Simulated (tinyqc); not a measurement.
Full spectrum, Debye and Einstein heat capacities: Born-von Karman spring model of a cubic crystal with one atom per cell. Computed by tinyqc, a small Python program. Command: `OMP_NUM_THREADS=1 python tinyqc.py 3014714 3014715 out.jsonl springs walk`. One thread of a shared host (Intel(R) Xeon(R) Processor @ 2.30GHz), about 0.1 s of CPU time with the checks.

First neighbours lie at a/2 (1,1,0) (12 of them), second at a (1,0,0) (6), with all permutations and signs; the volume per atom is Omega = a^3/4.

Inputs (values chosen for the exercise, for a model crystal):
```
quantity                 value           unit
lattice constant a        4.91       angstrom
atomic mass M             27.3              u
radial spring k1L        0.387  eV/angstrom^2
transverse spring k1T   -0.015  eV/angstrom^2
radial spring k2L       0.0087  eV/angstrom^2
transverse spring k2T  0.00036  eV/angstrom^2
```

Lattice: fcc.

Constants: 1 eV/angstrom^3 = 160.2176634 GPa; u = 1.6605390666e-27 kg; hbar = 1.054571817e-34 J s; k_B = 1.380649e-23 J/K; nu for 1 eV/(angstrom^2 u) = 15.6333042 THz; h x 1 THz = 4.135667696 meV; k_B = 8.617333262e-05 eV/K.

Method:
- [ij,kl] = (1/(2 Omega)) sum_R K_ij R_k R_l; C11 = [xx,xx], C44 = [xx,yy], C12 = 2 [xy,xy] - C44; B = (C11 + 2 C12)/3; Zener ratio A = 2 C44/(C11 - C12). K(R) = kL n n^T + kT (1 - n n^T).
- rho = M/Omega and v = sqrt(C/rho), with C = C11, C44, C44 along [100]; (C11 + C12 + 2 C44)/2, C44, (C11 - C12)/2 along [110]; (C11 + 2 C12 + 4 C44)/3 and twice (C11 - C12 + C44)/3 along [111].
- Christoffel matrix G_xx = C11 n_x^2 + C44 (1 - n_x^2), G_xy = (C12 + C44) n_x n_y, with eigenvalues rho v^2; v_m^-3 is the mean of v^-3 over three branches and all directions (12 Gauss-Legendre points in cos(theta) times 24 angles phi = (j + 1/2) pi/12); q_D = (6 pi^2/Omega)^(1/3); Theta = hbar v_m q_D/k_B.
- A neighbour at R with unit vector n couples by the matrix K(R) = kL n n^T + kT (1 - n n^T), and D(q) = (1/M) sum_R K(R) [1 - cos(q.R)].
- An eigenvalue lambda of D in eV/(angstrom^2 u) gives nu = 15.6333042 THz x sqrt(lambda).
- Mesh: q = sum_i (m_i + 1/2)/n b_i, m_i = 0..n-1, with b = [[-1, 1, 1], [1, -1, 1], [1, 1, -1]] in 2 pi/a; sums are averages over the n^3 points (here n = 14), per atom.
- With x = h nu/(k_B T) and n = 1/(exp(x) - 1) for each mode: F = k_B T [x/2 + ln(1 - exp(-x))], U = k_B T x (n + 1/2), S/k_B = x n - ln(1 - exp(-x)), C/k_B = x^2 n (n + 1).
- Debye: C = 9 k_B (T/Theta)^3 int_0^(Theta/T) x^4 e^x/(e^x - 1)^2 dx with the elastic Theta. Einstein: three modes at the root-mean-square frequency. The last column is the Theta that makes the Debye formula give the full C at that T.

elastic Debye temperature = 246.919 K

root-mean-square frequency = 3.5990 THz

Heat capacity (k_B/atom):
```
T (K)  full spectrum   Debye  Einstein  Theta from C (K)
30            0.5356  0.3855    0.3162            216.12
44            1.1244  0.9058    0.9493            217.73
62            1.7213  1.5170    1.6310            219.68
86            2.2027  2.0527    2.1665            221.07
120           2.5436  2.4498    2.5316            221.94
190           2.8039  2.7612    2.8017            222.55
250           2.8842  2.8586    2.8835            222.73
370           2.9463  2.9342    2.9461            222.87
```

What follows from these numbers?

The apparent Theta runs from 216 to 223 K against the elastic 247 K; at high T it tends to sqrt(5/3) h nu_rms/k_B = 223 K. At the lowest T the Debye value is 0.72 and the Einstein value 0.59 times the full one; dispersion bends the branches below the sound lines, so the real spectrum has more low modes than Debye assumes. At the highest T Debye misses by 0.41 % and Einstein by 0.0056 %.

Extremes, crossings and ranges named in words are read from the listed rows.
